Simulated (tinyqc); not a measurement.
Leakage currents through a thin dielectric: one step, computed by the program tinyqc.

Electrons leave an electrode with Fermi energy E_F above its band bottom; barriers are counted from the Fermi level, and both electrodes are alike.

Task: Transmission at the Fermi level. Field F = V/t; equivalent oxide thickness 3.9 t/k. WKB: a layer of mass m, field F and barrier b(x) = b_0 - e F x gives the exponent (4 sqrt(2 m)/(3 hbar e F)) [b_0^(3/2) - max(b_0 - e F t, 0)^(3/2)] for b_0 > 0; b_0 = barrier - (E - E_F); the transmission is D(E) = exp(-sum of exponents), without image force.

Inputs (values chosen for the exercise, modelled on Al2O3):

| quantity | value | unit |
|---|---|---|
| barrier height phi_B | 2.79 | eV |
| tunnelling mass m | 0.26 | m_0 |
| thickness t | 6.1 | nm |
| voltage V | 1.8 | V |

Stack: single layer.

Constants: m_0 = 9.1093837015e-31 kg; e = 1.602176634e-19 C; hbar = 1.054571817e-34 J s.

Give: exponent of the dielectric; transmission D(E_F).

Result:

exponent of the dielectric = 43.381

transmission D(E_F) = 1.4449e-19
